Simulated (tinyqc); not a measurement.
Bulk transistor, scale length and short-channel effects: two steps of the calculation.

A gate, an insulator of thickness ti and a depleted layer of depth ts on a conducting body. Below threshold the potential that source and drain add obeys Laplace's equation and vanishes on the gate and at the bottom of the depleted layer. Its lowest mode decays along the channel as exp(-k y); k is the smallest positive root of the matching condition at the interface, and the scale length is Lambda = pi/k.

Inputs (values chosen for the exercise); permittivities: semiconductor made up, insulator close to that of silicon dioxide: relative permittivity of the semiconductor eps_r = 14.6; relative permittivity of the insulator ei = 3.81; insulator thickness ti = 2 nm; depletion depth ts = 23 nm.

Question 1. Decay constant by Newton steps. f(k) = eps_r sin(k ti) cos(k ts) + ei cos(k ti) sin(k ts); f' by a central difference with +/- 1e-5 1/nm; k(new) = k - f/f'.

k at the start = 0.11375000 1/nm

Find: f; f'; k after iteration 1.

Answer 1.

f = -0.9874
f' = -137.3 nm
k after iteration 1 = 0.1066 1/nm

Question 2. Scale length against simple estimates. Lambda = pi/k and l = 1/k. A parabolic potential across the structure gives l(parabolic) = sqrt((eps_r/ei) ts ti).

k = 0.10650145 1/nm

Wanted: Lambda; l; l(parabolic).

Answer 2.

Lambda = 29.50 nm
l = 9.390 nm
l(parabolic) = 13.28 nm

tinyqc, about 0.01 s, one thread, Intel Xeon 2.30GHz (shared host): `OMP_NUM_THREADS=1 python tinyqc.py 2420102 2420103 out.jsonl`
